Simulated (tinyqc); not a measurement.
From results back to parameters: donors with valley-orbit split 1s states. Three cases, with inputs chosen for the exercise.

Problem. The electron density is given and ND is hidden.

Each donor binds at most one electron, in any of its states. For a site s, W_s = sum over its states of g exp(E/kT), and the ionised share is 1/(1 + W_s exp(eta)), eta = (EF - Ec)/kT; n = Nc F_1/2(eta); neutrality n + NA = ND x (mean ionised share); holes are neglected. Nc from N = 2 (m kB T/(4 pi c))^(3/2) with c = hbar^2/2m0, in 1/angstrom^3; times 1e24 for 1/cm^3, m = md. F_j(eta) = (1/Gamma(j + 1)) integral_0^infinity x^j dx/(1 + exp(x - eta)), which tends to exp(eta) for eta << 0.

Constants: hbar^2/2m0 = 3.80998211 eV angstrom^2; kB = 8.617333262e-05 eV/K.

Find: eta; mean ionised share; ND.

Method. n/Nc gives eta, eta and W_s give the ionised share, and ND = (n + NA)/share.

Case 1.

Values chosen (near those of As in Si; not measured data): md = 1.068 m0 (density-of-states mass of the conduction band); E = (55.3, 33.5, 33.7) meV (binding energies of 1s(A1), 1s(T2), 1s(E)); g = (2, 6, 4) (their degeneracies with spin); T = 350 K; NA = 1.6e+15 1/cm^3 (compensating acceptors, all ionised).

n = 8.8563e+16 1/cm^3

Solution.

eta = -5.976
mean ionised share = 0.902
ND = 1.0e+17 1/cm^3

Case 2.

Values chosen (near those of As in Si; not measured data): md = 1.081 m0 (density-of-states mass of the conduction band); E = (54, 32.7, 31.6) meV (binding energies of 1s(A1), 1s(T2), 1s(E)); g = (2, 6, 4) (their degeneracies with spin); T = 500 K; NA = 0 1/cm^3 (compensating acceptors, all ionised).

n = 5.3664e+16 1/cm^3

Solution.

eta = -7.030
mean ionised share = 0.976
ND = 5.5e+16 1/cm^3

Case 3.

Values chosen (near those of As in Si; not measured data): md = 1.081 m0 (density-of-states mass of the conduction band); E = (52.4, 32, 30.8) meV (binding energies of 1s(A1), 1s(T2), 1s(E)); g = (2, 6, 4) (their degeneracies with spin); T = 200 K; NA = 0 1/cm^3 (compensating acceptors, all ionised).

n = 3.3419e+16 1/cm^3

Solution.

eta = -6.129
mean ionised share = 0.815
ND = 4.1e+16 1/cm^3

Computed by tinyqc, one run a case: `OMP_NUM_THREADS=1 python tinyqc.py N N+1 out.jsonl` with N = 1650989, 1651093, 1651109; one thread of a shared Intel(R) Xeon(R) Processor @ 2.30GHz, about 0.03 s a run at most.
